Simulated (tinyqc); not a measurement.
# Changing the temperature T

Model: configuration-coordinate model of a defect: Huang-Rhys factor and luminescence line shape. Computed by tinyqc, a small Python program. Command: `OMP_NUM_THREADS=1 python tinyqc.py 3031794 3031795 out.jsonl ccline sweep`. One thread of a shared host (Intel(R) Xeon(R) Processor @ 2.30GHz), about 0.04 s of CPU time with the checks.

Ground state E_g(Q) = (1/2) omega_g^2 Q^2; excited state E_e(Q) = E_0 + (1/2) omega_e^2 (Q - dQ)^2 with E_0 = E_ZPL - (hbar omega_e - hbar omega_g)/2. Q is mass-weighted; the dipole does not depend on Q (Condon approximation).

Inputs (values chosen for the exercise, for a model defect in a wide-gap host): zero-phonon energy E_ZPL = 2.58 eV; displacement dQ = 0.259 u^(1/2) angstrom; ground-state phonon hbar omega_g = 82.7 meV; excited-state phonon hbar omega_e = 76.7 meV; refractive index n_r = 2.53; transition dipole mu = 0.57 e angstrom; quenching prefactor nu_0 = 1e+11 1/s.

Modes: different frequencies.

Constants: hbar^2/u = 4.18015928e-03 eV angstrom^2; k_B = 8.617333262e-05 eV/K; hbar = 6.582119569e-16 eV s; e = 1.602176634e-19 C; eps_0 = 8.8541878128e-12 F/m; hbar = 1.054571817e-34 J s; c = 299792458 m/s.

Method:
- S = hbar omega dQ^2/(2 hbar^2/u) for each state; relaxation energy S hbar omega; absorption at E_0 + S_e hbar omega_e, emission at E_0 - S_g hbar omega_g; the Stokes shift is their difference.
- Overlaps <m_e|n_g> of harmonic-oscillator functions (Hermite recursion, positive leading coefficients) by a sum over an even grid (700 points from x = -9 to 9 + d for the small table, 1500 points from -16 to 16 + d for the thermal sums), with x = Q sqrt(omega_g/hbar), d = sqrt(2 S_g) and frequency ratio omega_e/omega_g.
- Initial levels m = 0..24 carry Boltzmann weights exp(-m hbar omega_e/k_B T), normalised; final levels n = 0..79; a line lies at E_ZPL + m hbar omega_e - n hbar omega_g with weight w_m <m|n>^2. Moments are taken over these weights without the E^3 factor; FWHM = 2 sqrt(2 ln 2) x standard deviation; the zero-phonon weight is w_0 <0|0>^2, since the other m -> m lines are offset by m (hbar omega_e - hbar omega_g).
- The curves cross at the root Q_c nearest dQ; the barrier is (1/2) omega_e^2 (Q_c - dQ)^2, with (1/2) omega^2 = (hbar omega)^2/(2 hbar^2/u). k_r = n_r omega^3 mu^2/(3 pi eps_0 hbar c^3) at the vertical emission energy, without local-field correction; k_nr = nu_0 exp(-barrier/k_B T) (Mott-Seitz); yield = k_r/(k_r + k_nr); T_1/2 = barrier/(k_B ln(nu_0/k_r)).

One run for each value:
```
temperature T (K)  FWHM from the second moment (eV)  zero-phonon weight  luminescence yield  mean emission energy (eV)
120                                          0.1652              0.5273                   1                      2.525
170                                          0.1659              0.5249                   1                      2.525
240                                          0.1692              0.5147                   1                      2.525
340                                          0.1776              0.4892                   1                      2.525
490                                          0.1946              0.4419                   1                      2.524
700                                          0.2205              0.3797                   1                      2.523
1000                                         0.2561              0.3110                   1                      2.521
1400                                         0.2989              0.2482                   1                      2.518
```

What does the table show, and why?

Over the rows, FWHM from the second moment (eV) rises from 0.165 to 0.299 (exponent d ln y / d ln x 0.014 between the first rows and 0.46 between the last); zero-phonon weight falls from 0.527 to 0.248 (exponent d ln y / d ln x -0.014 between the first rows and -0.67 between the last). At the low end the exponent of FWHM from the second moment is 0.01, close to 0: zero-point motion sets the width. At the high end the exponent of FWHM from the second moment is 0.46, close to 0.50: the classical limit. The scale is hbar omega_g/k_B = 960 K: below about a third of it only the lowest level emits.

Caution (all rows): for small S the spectrum is a set of resolved lines, and a Gaussian width has little meaning. Caution (all rows): the curves cross far outside the range of the harmonic model, so the barrier and T_1/2 have no quantitative meaning.

Extremes, crossings and ranges named in words are read from the listed rows.
